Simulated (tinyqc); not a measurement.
Weibull slope from two areas.

Inverse problem. Oxide breakdown times follow a Weibull law, F = 1 - exp(-(t/t63)^beta). For defects spread at random t63 goes as A^(-1/beta). Find beta and the time at which the share Fp of the area-A2 devices has failed, t63(A2) (-ln(1 - Fp))^(1/beta).

Values chosen for this exercise:
```
symbol,value,unit,meaning
A1,32,um^2,area of a test capacitor
A2,1.1e5,um^2,gate area of the product
Fp,1e-6,,allowed share of failed products
```

t63 at the areas A1 and A2 (s): 28  0.0010637869

Answer. beta = ln(A2/A1)/ln(t63(A1)/t63(A2)).

beta = 0.8000
time to Fp = 3.364e-11 s

Program tinyqc, `OMP_NUM_THREADS=1 python tinyqc.py 2070130 2070131 out.jsonl`; Intel Xeon 2.30GHz, shared host, one thread, about 0.01 s.
